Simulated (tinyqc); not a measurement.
p-n diode with diffusion and depletion-layer recombination: one step of the calculation.

Abrupt junction in the depletion approximation, low injection, full ionisation, neutral widths fixed, ohmic contact on the p side. Vj is the junction voltage; where a series resistance Rs is given, V = Vj + J Rs is the terminal voltage.

Task. Diffusion lengths and saturation currents. ni = sqrt(Nc Nv) exp(-Eg/(2 Vt)), Eg in volts; D = mu Vt; Ln = sqrt(Dn tn), Lp = sqrt(Dp tp); J0n = q ni^2 Dn coth(wp/Ln)/(Ln Na); J0p = (q ni^2 Dp/(Lp Nd)) (s + tanh(wn/Lp))/(1 + s tanh(wn/Lp)), s = Sp Lp/Dp.

Inputs (values chosen for the exercise); band and dielectric values close to those of gallium nitride: temperature T = 300 K; band gap Eg = 3.42 eV; conduction-band density of states at T Nc = 2.34e18 cm^-3; valence-band density of states at T Nv = 4.68e19 cm^-3; acceptor density Na = 2.6e17 cm^-3; donor density Nd = 2e16 cm^-3; electron mobility in the p side mun = 350 cm^2/(V s); hole mobility in the n side mup = 21 cm^2/(V s); electron lifetime tn = 5e-6 s; hole lifetime tp = 2e-8 s; neutral width of the p side wp = 54 um; neutral width of the n side wn = 1.2 um; recombination velocity at the n contact Sp = 1e7 cm/s.

Constants: q = 1.602176634e-19 C, kB = 1.380649e-23 J/K, Vt = kB T/q. Results are converted to the units shown.

Wanted: ni; Ln; Lp; J0n; J0p.

Result.

ni = 1.9633e-10 cm^-3
Ln = 67.261 um
Lp = 1.0420 um
J0n = 4.8006e-53 A/cm^2
J0p = 1.9657e-51 A/cm^2

wp/Ln = 0.80 and wn/Lp = 1.2; holes carry 97.6 % of the diffusion current.

Program tinyqc, `OMP_NUM_THREADS=1 python tinyqc.py 2260109 2260110 out.jsonl`; Intel Xeon 2.30GHz, shared host, one thread, about 0.01 s.
